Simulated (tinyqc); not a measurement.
Chemically amplified photoresist: aerial image, acid generation, bake, development and line width. From blur factor of the first harmonic back to acid diffusivity D. Computed by tinyqc, a small Python program. Command: `OMP_NUM_THREADS=1 python tinyqc.py 3009028 3009029 out.jsonl resist inv`. One thread of a shared host (Intel(R) Xeon(R) Processor @ 2.30GHz), about 0.04 s of CPU time with the checks.

Lines and spaces of pitch p with a two-beam-like image; x = 0 is the middle of the bright space. The resist is positive and treated as uniform in depth.

Inputs (values chosen for the exercise, for a model resist at 13.5 nm): pitch p = 41 nm; image contrast c = 0.53; mean dose E = 9.09 mJ/cm^2; Dill parameter C = 0.039 cm^2/mJ; bake time t = 60 s.

Method:
- Dose E(x) = E [1 + c cos(2 pi x/p)]; acid h = 1 - exp(-C E(x)).
- Bake: the acid image is blurred by a Gaussian of variance sigma^2 = 2 D t (each Fourier term k of h, taken on 64 points, is multiplied by exp(-4 pi^2 k^2 D t/p^2)).
- Cosine coefficients: h(x) = sum_k h_k cos(2 pi k x/p).

Problem. A run gave the result below. Find the acid diffusivity D, known to lie between 0.099 and 0.17 nm^2/s.

blur factor of the first harmonic = 0.8242106

Solution.

Each step takes the trial c = (a f_b - b f_a)/(f_b - f_a), f being the result less the target and a, b, c the logarithms of the listed values; c replaces end b, the old b replaces a if the sign of f changed, and otherwise f_a is halved.

Scan of the range:
```
acid diffusivity D (nm^2/s)  blur factor of the first harmonic
0.099                                                 0.869792
0.108                                                 0.858831
0.119                                                 0.845621
0.130                                                 0.832615
0.142                                                 0.818655
0.155                                                 0.803795
0.170                                                 0.786984
```

False position (Illinois rule, in the logarithm of the input) inside the bracket:
```
step     end a     end b     trial  blur factor of the first harmonic
1     0.130000  0.142000  0.137097                           0.824330
2     0.142000  0.137097  0.137199                           0.824212
3     0.142000  0.137199  0.137201                           0.824209
4     0.137199  0.137201  0.137200                           0.824211
```

Blur factor of the first harmonic falls at every point of a 13-point scan of the range (every second point is shown), so one value fits; it is bracketed by 0.130 and 0.142. Answer: acid diffusivity D = 0.1372 nm^2/s.
